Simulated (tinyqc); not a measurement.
Band edges of strained Si(1-x)Ge(x) on relaxed Si(1-y)Ge(y): one step. Gap and offsets against the buffer. Two cases, with inputs chosen for the exercise.

Question. Buffer: Ev(y) and Ec = Ev(y) + min(ED, EL). dEc = Ec(buffer) - Ec(layer), dEv = Ev(layer) - Ev(buffer); positive values confine the carrier in the layer; type I if both have one sign.

Give: gap of the strained layer; gap of the buffer; dEc; dEv.

Case 1.

Interpolated values (a in angstrom, C11, C12, C44 in GPa, all else in eV):

| symbol | layer | buffer |
|---|---|---|
| a | 5.650000 | 5.570900 |
| Dso | 0.286000 | 0.201300 |
| av | 1.240000 | 1.677500 |
| b | -2.520000 | -2.373000 |
| d | -5.320000 | -5.113500 |
| C11 | 127.100000 | 139.875000 |
| C12 | 48.100000 | 53.315000 |
| C44 | 67.600000 | 71.415000 |
| Ev | 0.690000 | 0.448500 |
| ED | 0.939000 | 0.977028 |
| EL | 0.746000 | 1.189100 |
| aD | 1.360000 | 1.447500 |
| aL | -2.890000 | -3.030000 |
| XuD | 9.220000 | 9.300500 |
| XuL | 14.630000 | 14.941500 |

valley edges (eV): Delta x 1.569191, Delta y 1.569191, Delta z 1.569191, L [111] 1.659235, L [1-1-1] 1.412196, L [-11-1] 1.412196, L [-1-11] 1.412196

edges from the top (eV): 0.719824  0.629891  0.348712

Answer.

gap of the strained layer = 0.6924 eV
gap of the buffer = 0.9770 eV
dEc = 0.0133 eV
dEv = 0.2713 eV

Type I: electrons collect in the layer (13 meV) and holes in the layer (271 meV). The relaxed layer would have a gap of 0.746 eV, so strain has moved it by -54 meV. An offset this small is within the spread of published parameter sets, so the type is not settled by this model.

Case 2.

Interpolated values (a in angstrom, C11, C12, C44 in GPa, all else in eV):

| symbol | layer | buffer |
|---|---|---|
| a | 5.437000 | 5.523640 |
| Dso | 0.044000 | 0.138240 |
| av | 2.440000 | 1.987800 |
| b | -2.130000 | -2.304800 |
| d | -4.760000 | -4.969000 |
| C11 | 165.300000 | 151.278000 |
| C12 | 63.300000 | 57.410000 |
| C44 | 78.700000 | 74.140000 |
| Ev | 0.000000 | 0.243200 |
| ED | 1.159000 | 1.017503 |
| EL | 1.974000 | 1.508880 |
| aD | 1.570000 | 1.497800 |
| aL | -3.110000 | -3.018800 |
| XuD | 9.480000 | 9.316600 |
| XuL | 15.510000 | 15.472000 |

valley edges (eV): Delta x 1.326782, Delta y 1.326782, Delta z 1.060017, L [111] 1.960824, L [1-1-1] 1.960824, L [-11-1] 1.960824, L [-1-11] 1.960824

edges from the top (eV): 0.155381  -0.011953  -0.043473

Answer.

gap of the strained layer = 0.9046 eV
gap of the buffer = 1.0175 eV
dEc = 0.2007 eV
dEv = -0.0878 eV

Type II: electrons collect in the layer (201 meV) and holes in the buffer (88 meV). The relaxed layer would have a gap of 1.159 eV, so strain has moved it by -254 meV.

Computed by tinyqc, one run a case: `OMP_NUM_THREADS=1 python tinyqc.py N N+1 out.jsonl` with N = 1080416, 1080695; one thread of a shared Intel(R) Xeon(R) Processor @ 2.30GHz, about 0.01 s a run at most.
